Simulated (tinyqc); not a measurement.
# Configuration-coordinate model of a defect: Huang-Rhys factor and luminescence line shape, step by step

A worked calculation. Computed by tinyqc, a small Python program that keeps every step. Command: `OMP_NUM_THREADS=1 python tinyqc.py 3017336 3017337 out.jsonl ccline walk`. One thread of a shared host (Intel(R) Xeon(R) Processor @ 2.30GHz), about 0.01 s of CPU time with the checks. Intermediate numbers are printed to about 7 digits and carried at full precision; extremes and crossings named in words are read from the listed rows.

Ground state E_g(Q) = (1/2) omega_g^2 Q^2; excited state E_e(Q) = E_0 + (1/2) omega_e^2 (Q - dQ)^2 with omega_e = omega_g and E_0 = E_ZPL. Q is mass-weighted; the dipole does not depend on Q (Condon approximation).

Inputs (values chosen for the exercise, for a model defect):

| quantity | value | unit |
|---|---|---|
| zero-phonon energy E_ZPL | 0.79 | eV |
| displacement dQ | 1.94 | u^(1/2) angstrom |
| ground-state phonon hbar omega_g | 8.3 | meV |
| temperature T | 4 | K |
| refractive index n_r | 2.24 | - |
| transition dipole mu | 1.4 | e angstrom |
| quenching prefactor nu_0 | 2e+12 | 1/s |

Modes: equal frequencies in both states.

Constants: hbar^2/u = 4.18015928e-03 eV angstrom^2; k_B = 8.617333262e-05 eV/K; hbar = 6.582119569e-16 eV s; e = 1.602176634e-19 C; eps_0 = 8.8541878128e-12 F/m; hbar = 1.054571817e-34 J s; c = 299792458 m/s.

## Huang-Rhys factors and vertical energies

S = hbar omega dQ^2/(2 hbar^2/u) for each state; relaxation energy S hbar omega; absorption at E_0 + S_e hbar omega_e, emission at E_0 - S_g hbar omega_g; the Stokes shift is their difference.

S_g = 3.736446

S_e = 3.736446

relaxation energy, ground state = 0.03101250 eV

relaxation energy, excited state = 0.03101250 eV

vertical absorption energy = 0.8210125 eV

vertical emission energy = 0.7589875 eV

Stokes shift = 0.06202501 eV

The coupling is intermediate: phonon replicas can be resolved beside the zero-phonon line.

## Emission lines at zero temperature

From the lowest excited level the line to ground level n lies at E_ZPL - n hbar omega_g with Franck-Condon weight exp(-S) S^n/n!; the emitted intensity carries a further factor E^3. S = S_g; up to eleven lines, of positive energy only, from n = max(0, integer part of S - 5).

Lines:

| n | energy (eV) | weight | intensity / largest |
|---|---|---|---|
| 0 | 0.7900 | 0.0238387 | 0.126620 |
| 1 | 0.7817 | 0.0890719 | 0.458352 |
| 2 | 0.7734 | 0.1664062 | 0.829317 |
| 3 | 0.7651 | 0.2072559 | 1.000000 |
| 4 | 0.7568 | 0.1936002 | 0.904040 |
| 5 | 0.7485 | 0.1446753 | 0.653594 |
| 6 | 0.7402 | 0.0900953 | 0.393629 |
| 7 | 0.7319 | 0.0480909 | 0.203122 |
| 8 | 0.7236 | 0.0224611 | 0.091678 |
| 9 | 0.7153 | 0.0093250 | 0.036766 |
| 10 | 0.7070 | 0.0034842 | 0.013265 |

The weight peaks at n = 3 and the intensity at n = 3.

## Band at temperature T

Overlaps <m_e|n_g> of harmonic-oscillator functions (Hermite recursion, positive leading coefficients) by a sum over an even grid (700 points from x = -9 to 9 + d for the small table, 1500 points from -16 to 16 + d for the thermal sums), with x = Q sqrt(omega_g/hbar), d = sqrt(2 S_g) and frequency ratio omega_e/omega_g. Initial levels m = 0..24 carry Boltzmann weights exp(-m hbar omega_e/k_B T), normalised; final levels n = 0..79; a line lies at E_ZPL + m hbar omega_e - n hbar omega_g with weight w_m <m|n>^2. Moments are taken over these weights without the E^3 factor; FWHM = 2 sqrt(2 ln 2) x standard deviation; the zero-phonon weight is the sum of w_m <m|m>^2.

mean emission energy = 0.7589875 eV

FWHM from the second moment = 0.03778028 eV

zero-phonon weight = 0.02383867

skewness = -0.5173335

## Crossing, radiative lifetime and thermal quenching

The curves cross at the root Q_c nearest dQ; the barrier is (1/2) omega_e^2 (Q_c - dQ)^2, with (1/2) omega^2 = (hbar omega)^2/(2 hbar^2/u). k_r = n_r omega^3 mu^2/(3 pi eps_0 hbar c^3) at the vertical emission energy, without local-field correction; k_nr = nu_0 exp(-barrier/k_B T) (Mott-Seitz); yield = k_r/(k_r + k_nr); T_1/2 = barrier/(k_B ln(nu_0/k_r)).

Q_c = 25.67939 u^(1/2) angstrom

classical barrier = 4.643789 eV

radiative lifetime = 137.2229 ns

luminescence yield = 1

quenching temperature T_1/2 = 4303.365 K

The barrier is so high that this route does not halve the yield below 1000 K. Caution: the curves cross far outside the range of the harmonic model, so the barrier and T_1/2 have no quantitative meaning.

## Width and zero-phonon weight against temperature

For comparison: FWHM(0) sqrt(coth(hbar omega_e/2 k_B T)) with FWHM(0) from the first row, and exp(-S_g coth(hbar omega_e/2 k_B T)).

Against temperature:

| T (K) | mean energy (eV) | FWHM (eV) | coth law (eV) | zero-phonon weight | exp(-S coth) |
|---|---|---|---|---|---|
| 4.8 | 0.7589875 | 0.03778028 | 0.03778028 | 0.02383867 | 2.383867e-02 |
| 14.0 | 0.7589875 | 0.03781915 | 0.03781915 | 0.02399754 | 2.365600e-02 |
| 29.0 | 0.7589875 | 0.03916992 | 0.03916992 | 0.02920272 | 1.801825e-02 |
| 48.0 | 0.7589875 | 0.04325225 | 0.04325225 | 0.04172210 | 7.467637e-03 |
| 77.0 | 0.7589875 | 0.05071735 | 0.05071735 | 0.05572003 | 1.190347e-03 |
| 120.0 | 0.7589875 | 0.06120077 | 0.06120077 | 0.06416162 | 5.518177e-05 |
| 160.0 | 0.7589875 | 0.06988903 | 0.06988918 | 0.06599038 | 2.798576e-06 |

The width grows by a factor 1.85, flat while k_B T is well below hbar omega and as sqrt(T) above; for equal frequencies the coth law is exact. The mean energy stays fixed, as it must for equal frequencies. The zero-phonon weight goes from 0.0238 to 0.0660; the single exponential assumes equal frequencies, leaves out lines that absorb and emit the same number of phonons, and falls to 2.80e-6. The rise of the weight is a feature of one sharp mode; with a spread of mode energies those lines leave the zero-phonon energy and the weight falls.

Checks made by the program: grid overlaps at equal frequencies against the Poisson weights (relative difference below 1e-10); width at T against the coth law (relative difference below 1e-10).
